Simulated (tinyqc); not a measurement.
Ideality, saturation current and resistance from three points.

Question. Well above the saturation current a diode obeys V = n Vt ln(I/I0) + I Rs. Find n, Rs and I0.

Values chosen for this exercise:

| symbol | value | unit | meaning |
|---|---|---|---|
| T | 325 | K | temperature |

Constants: q = 1.602176634e-19 C, kB = 1.380649e-23 J/K, Vt = kB T/q. Results are converted to the units shown.

currents (A): [2e-6, 0.0003, 0.04]
voltages (V): [0.57591250, 0.75944348, 1.0844736]

Answer. V is linear in the three unknowns n Vt, Rs and -n Vt ln I0, so three points give a linear system.

n = 1.300
Rs = 3.700 ohm
I0 = 2.700e-13 A

Numbers from tinyqc (`OMP_NUM_THREADS=1 python tinyqc.py 2260032 2260033 out.jsonl`; about 0.01 s on one thread of a shared Intel Xeon 2.30GHz).
